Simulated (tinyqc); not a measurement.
Surface potential of a MOS transistor: implicit equation and explicit approximations: one step of the calculation.

p-type body, charge-sheet picture, depletion and inversion only, full ionisation (an idealisation for deep acceptors), Boltzmann statistics (rough once Na exp(x - xn) passes about Nc/7). In units of Vt: xg = (Vg - Vfb)/Vt, x = psi/Vt, G = gamma/sqrt(Vt), xn = (2 phiF + Vc)/Vt. The implicit equation is (xg - x)^2 = G^2 [x - 1 + exp(x - xn)] for x above about 3. Cox = eps0 eox/tox.

Task. Explicit approximation. Depletion value a = 1 + [sqrt(G^2/4 + xg - 1) - G/2]^2; inversion value b = xn + ln[(xg - xn)^2/G^2 - xn + 1] and first guess y = min(a, b) - ln(1 + exp(-|a - b|)) if a > xn + 1, else b = y = a; one second-order correction with D = exp(y - xn), p = 2 (xg - y) + G^2 (1 + D), w = (xg - y)^2 - G^2 (y - 1 + D): z = y + 2 w/(p + sqrt(p^2 - 2 (2 - G^2 D) w)), or the Newton step z = y + w/p where the root is not real.

G = 0.24681109
xn = 47.888100
xg = 64.405076

Wanted: a; b; y; p; w; z.

Result.

a = 62.47
b = 56.28
y = 56.28
p = 285.7
w = -206.8
z = 55.56

The root of the implicit equation is x = 55.1071; y misses it by 1.2 and z by 0.45, in units of Vt (Newton branch).

Computed by the program tinyqc: `OMP_NUM_THREADS=1 python tinyqc.py 2122028 2122029 out.jsonl`, one thread of a shared Intel Xeon 2.30GHz, about 0.01 s for the whole run.
